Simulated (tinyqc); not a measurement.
What each input does: propagation of a band-gap error through k.p and effective-mass formulas.

Chain, for a gap E (the reference Eg or another value), with Ep and Dso kept: 1/me = 1 + Ep (E + 2 Dso/3)/(E (E + Dso)); g* = 2 - 2 Ep Dso/(3 E (E + Dso)); g1(E) = g1 + (Ep/3)(1/E - 1/Eg), g2(E) = g2 + (Ep/6)(1/E - 1/Eg), light hole 1/(g1 + 2 g2), heavy hole 1/(g1 - 2 g2) along [100]; optical constant ei(E) = 1 + (ei - 1)(EP/(EP + E - Eg))^2, static e0(E) = ei(E) + e0 - ei.

Donor: R = Ry me/e0^2, a_B = a0 e0/me, Mott density (0.26/a_B)^3. Nc, Nv = 2 (m kT/(4 pi c))^(3/2), c = hbar^2/2m0, ni = sqrt(Nc Nv) exp(-E/2kT). Exciton: Ry mu/e0^2 with 1/mu = 1/me + g1(E). 1 angstrom^-3 = 1e24 cm^-3.

Constants: Ry = 13.60569312 eV; a0 (Bohr radius) = 0.5291772105 angstrom; kB = 8.617333262e-05 eV/K; hbar^2/2m0 = 3.80998211 eV angstrom^2.

Inputs chosen for the exercise (reference values near those of GaAs, gap at low temperature; shifted at random, so the results belong to these values and not to a real crystal):
- Eg = 1.511 eV (gap at Gamma to the s-like level)
- Dso = 0.342 eV (spin-orbit splitting)
- Ep = 25.4 eV (Kane energy)
- g1 = 6.97 (Luttinger gamma1)
- g2 = 2.06 (gamma2)
- e0 = 13.12 (static dielectric constant)
- ei = 11.03 (optical dielectric constant)
- EP = 5 eV (mean (Penn) gap)
- mh = 0.5 m0 (density-of-states mass of the holes)
- T = 400 K (temperature)
- Eg2 = 0.695 eV (a wrong gap, of the size a semi-local functional can give)

All at E = Eg2.

Results for these values:
```
case,me (m0),light hole (m0),e0,donor (meV),exciton (meV),log10 ni
base,0.0298,0.0412,17.41,1.338,0.953,13.839
```

What happens to each result for EP = 5.4 eV, all else kept?

Answer: me does not change at the printed digits; light hole does not change at the printed digits; e0 falls from 17.41 to 17.01; donor rises from 1.338 to 1.403; exciton rises from 0.953 to 0.999; log10 ni does not change at the printed digits.

The same for each parameter in turn:
```
case,me (m0),light hole (m0),e0,donor (meV),exciton (meV),log10 ni
base,0.0298,0.0412,17.41,1.338,0.953,13.839
Eg2 = 0.751 eV,0.0320,0.0446,17.04,1.498,1.067,13.509
Dso = 0.315 eV,0.0296,0.0412,17.41,1.330,0.949,13.837
Ep = 27.432 eV,0.0277,0.0395,17.41,1.242,0.894,13.814
g1 = 6.412,0.0298,0.0422,17.41,1.338,0.964,13.839
EP = 5.4 eV,0.0298,0.0412,17.01,1.403,0.999,13.839
ei = 11.912,0.0298,0.0412,17.79,1.282,0.913,13.839
mh = 0.54 m0,0.0298,0.0412,17.41,1.338,0.953,13.864
T = 432 K,0.0298,0.0412,17.41,1.338,0.953,14.213
```

(tinyqc, `OMP_NUM_THREADS=1 python tinyqc.py 1880784 1880785 out.jsonl`, Intel(R) Xeon(R) Processor @ 2.30GHz, 1 thread, shared host, about 0.01 s.)
